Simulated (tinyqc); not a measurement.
# Random telegraph noise from one oxide trap in a small MOSFET, step by step

Numbers from tinyqc (`OMP_NUM_THREADS=1 python tinyqc.py 2710112 2710113 out.jsonl`; about 0.01 s on one thread of a shared Intel Xeon 2.30GHz). Printed values are rounded.

An acceptor-like trap exchanges electrons with the channel. Inversion charge Q = Cox u, u = n Vt W0(exp((Vg - VT)/(n Vt))), W0 the Lambert function, n = nf, Cox = eps0 eox/tox; linear regime Id = (W/L) mu Q Vd. Relative to threshold the surface potential rises by Vt ln(u/u0) and the oxide voltage by the rest of Vg - VT, with u0 = n Vt W0(1).

Inputs (values chosen for the exercise); values of the order met in silicon transistors: temperature T = 200 K; relative permittivity of the gate insulator (close to silicon nitride) eox = 7.6; insulator thickness tox = 5.1 nm; depth of the trap from the channel interface xt = 1.6 nm; trap level above the channel Fermi level at threshold E0 = 0.27 eV; capture prefactor s0 = 7e-16 cm^2; capture barrier (lattice relaxation) EB = 0.24 eV; tunnelling decay length lt = 0.18 nm; thermal velocity vth = 1.6e7 cm/s; thickness of the inversion layer zi = 2.2 nm; threshold voltage VT = 0.3 V; body factor nf = 1.36; gate width W = 95 nm; gate length L = 55 nm; mobility mu = 150 cm^2/(V s); scattering coefficient of the charged trap asc = 3.2e-16 V s; drain voltage Vd = 0.1 V; gate voltage Vg = 1.08 V.

Constants: q = 1.602176634e-19 C, kB = 1.380649e-23 J/K, Vt = kB T/q, eps0 = 8.8541878128e-14 F/cm where lengths are in cm. Results are converted to the units shown.

Range of the model: VT is taken as given; short-channel effects and the uneven flow of current among few electrons are left out.

## Trap level, time constants and occupancy

N = Cox u/q; dpsi = Vt ln(u/u0); E = E0 - dpsi - (xt/tox)(Vg - VT - dpsi); capture time tc = 1/[(N/zi) vth s0 exp(-xt/lt - EB/Vt)]; emission time te = tc exp(-E/Vt); occupancy te/(tc + te).

u = 0.700372 V
N = 5.76781e12 cm^-2
dpsi = 0.0683242 V
E = -0.0215950 eV
tc = 0.0275628 s
te = 0.0964927 s
occupancy = 0.777819

The trap lies 1.3 Vt below the Fermi level, so it is filled 77.8 % of the time.

## Step height

A = W L; threshold step dV = q (1 - xt/tox)/(Cox A); gm/Id = 1/(u + n Vt); relative step dI/I = (gm/Id) dV + asc mu/A. Id as defined.

electrons in the channel N A = 301.368
dV = 1.59489 mV
gm/Id = 1.38158 1/V
number part of dI/I = 0.220346 %
dI/I = 0.312212 %
Id = 23.9427 uA
dI = 74.7519 nA

## Lorentzian spectrum

Spectrum S(f) = 4 dI^2/{(tc + te)[(1/tc + 1/te)^2 + (2 pi f)^2]}; corner fc = (1/tc + 1/te)/(2 pi); variance dI^2 tc te/(tc + te)^2. Give S at f = 0, at fc and at 10 fc.

fc = 7.42367 Hz
S(0) = 8.28117e-17 A^2/Hz
S(fc) = 4.14059e-17 A^2/Hz
S(10 fc) = 8.19918e-19 A^2/Hz
rms current = 31.0753 nA

The rms value is 0.416 of the step; it reaches its largest share, 1/2, when tc = te.
